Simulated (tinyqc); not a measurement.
What each parameter does: configuration-coordinate model of carrier capture at a defect.

Two parabolas of equal curvature k in one coordinate Q: with the carrier free at the band edge, U_f = k Q^2/2; with the carrier trapped, U_t = k (Q - dQ)^2/2 - ET. ER = k dQ^2/2, Huang-Rhys factor S = ER/hw, hw = 0.0646541 sqrt(k/M) eV for k in eV/angstrom^2 and M in u. The curves cross at a height Eb = (ER - ET)^2/(4 ER) above the free minimum.

Multiphonon factor for giving p = ET/hw phonons to the lattice: W = exp(-S (2 nb + 1)) ((nb + 1)/nb)^(p/2) I_p(x), nb = 1/(exp(hw/kT) - 1), x = 2 S sqrt(nb (nb + 1)), I_p the modified Bessel function. Classical limit: W = hw exp(-Eb/kT)/sqrt(4 pi ER kT). At T = 0: exp(-S) S^p/Gamma(p + 1).

Constants: kB = 8.617333262e-05 eV/K.

Parameters, chosen for this exercise (of the size met at a deep level in GaN; the results hold for these values, not for the real material): ET = 1.02 eV (thermal depth of the level below the band edge); ER = 0.69 eV (relaxation energy); hw = 0.047 eV (phonon energy of the mode); T = 350 K (temperature).

Eb, log10 W and the full width 2.35482 sqrt(ER hw coth(hw/2kT)).

One parameter was then changed.

Results before and after:
```
case     Eb (eV)  log10 W  full width (eV)
base      0.0395   -1.564           0.5251
changed   0.0395   -1.550           0.5405
```

Which of these changes was made? (a) ER = 0.74 eV; (b) T = 380 K; (c) ET = 1.06 eV; (d) hw = 0.0564 eV.
Answer: (b) T = 380 K. Of the candidates, run in turn, only this one gives the changed row.

All candidates:
```
case            Eb (eV)  log10 W  full width (eV)
base             0.0395   -1.564           0.5251
ET = 1.06 eV     0.0496   -1.680           0.5251
ER = 0.74 eV     0.0265   -1.428           0.5438
hw = 0.0564 eV   0.0395   -1.474           0.5426
T = 380 K        0.0395   -1.550           0.5405
```

Program tinyqc; command `OMP_NUM_THREADS=1 python tinyqc.py 1452859 1452860 out.jsonl`; about 0.01 s on one thread of a shared Intel(R) Xeon(R) Processor @ 2.30GHz.
